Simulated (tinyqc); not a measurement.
A particle near a wafer in liquid: double-layer and van der Waals forces (DLVO), deposition barrier and removal. From one set of inputs to another, one input at a time. Computed by tinyqc, a small Python program. Command: `OMP_NUM_THREADS=1 python tinyqc.py 3113394 3113395 out.jsonl dlvo ladder`. One thread of a shared host (Intel(R) Xeon(R) Processor @ 2.30GHz), about 0.01 s of CPU time with the checks.

Sphere and flat wall, Derjaguin approximation, constant potentials in the linear-superposition form, no retardation and no hydration force.

The inputs printed are set A. Inputs not listed in the table keep their values of set A, so the rows need not describe a real material.

Inputs (values chosen for the exercise, of the order of those for silica on silica in water):
```
quantity                             value   unit
particle radius R                      190     nm
Hamaker constant A                 5.2e-21      J
potential of the particle psi_1        -39     mV
potential of the wafer psi_2           -56     mV
salt concentration c                 0.026  mol/L
valence z of the symmetric salt          1      -
temperature T                          323      K
dielectric constant of the liquid     69.9      -
contact distance h0                    0.3     nm
contact radius over R                  0.2      -
viscosity                              0.5  mPa s
```

Constants: e = 1.602176634e-19 C; N_A = 6.02214076e+23 1/mol; eps_0 = 8.8541878128e-12 F/m; k_B = 1.380649e-23 J/K; k_B = 8.617333262e-05 eV/K.

Method:
- kappa^2 = 2 z^2 e^2 N_A (1000 c)/(eps eps_0 k_B T); gamma_i = tanh(z e psi_i/(4 k_B T)); Z = 64 pi eps eps_0 (k_B T/(z e))^2 gamma_1 gamma_2.
- U(h) = Z R exp(-kappa h) - A R/(6 h); F(h) = -dU/dh = kappa Z R exp(-kappa h) - A R/(6 h^2), positive for repulsion.
- F = 0 reads x^2 exp(-x) = y with x = kappa h and y = A kappa/(6 Z); the left side peaks at x = 2 with 4/e^2 = 0.5413, so roots exist for smaller y: x < 2 is the barrier, x > 2 the secondary minimum.
- Adhesion F_a = A R/(6 h0^2) [1 + a^2/(R h0)] - kappa Z R exp(-kappa h0), a the contact radius. Drag in a shear flow F_d = 1.7 x 6 pi mu R^2 G, acting at 1.4 R; rolling starts when 1.4 R F_d = a F_a. Wall shear stress = mu G.

Each row keeps all changes above it:
```
input moved                           from       to  barrier height (k_B T)  net adhesion F_a (pN)  wall shear stress for rolling (Pa)
set A                                    -        -                   426.2              4.687e+04                                5788
salt concentration c (mol/L)         0.026   0.0026                   518.2              4.772e+04                                5893
contact radius over R                  0.2    0.082                   518.2              9.157e+03                                 464
potential of the wafer psi_2 (mV)      -56      -20                   170.3              9.443e+03                                 478
particle radius R (nm)                 190       12                    10.8              1.354e+02                                1719
temperature T (K)                      323      293                    11.6              1.350e+02                                1714
contact distance h0 (nm)               0.3      0.4                    11.6              6.669e+01                                 846
Hamaker constant A (J)             5.2e-21  3.3e-20                     4.5              4.843e+02                                6147
```

Where does the difference come from?

Barrier height goes from 426 to 4.45, a factor 0.0104 in all. The largest single move comes from particle radius R (a factor 0.0632). net adhesion F_a goes from 46900 to 484, a factor 0.0103 in all. The largest single move comes from particle radius R (a factor 0.0143), and Hamaker constant A works against it (a factor 7.26). Wall shear stress for rolling goes from 5790 to 6150, a factor 1.06 in all. The largest single move comes from contact radius over R (a factor 0.0787), but it runs against the net change; the largest move in the direction of the net change is Hamaker constant A (a factor 7.26). The single moves hold for this order of the switches; the total does not depend on the order.

Caution (rows particle radius R, temperature T, contact distance h0, Hamaker constant A): kappa R is not large, so the Derjaguin approximation is only rough at gaps of the order of the Debye length.

Extremes, crossings and ranges named in words are read from the listed rows.
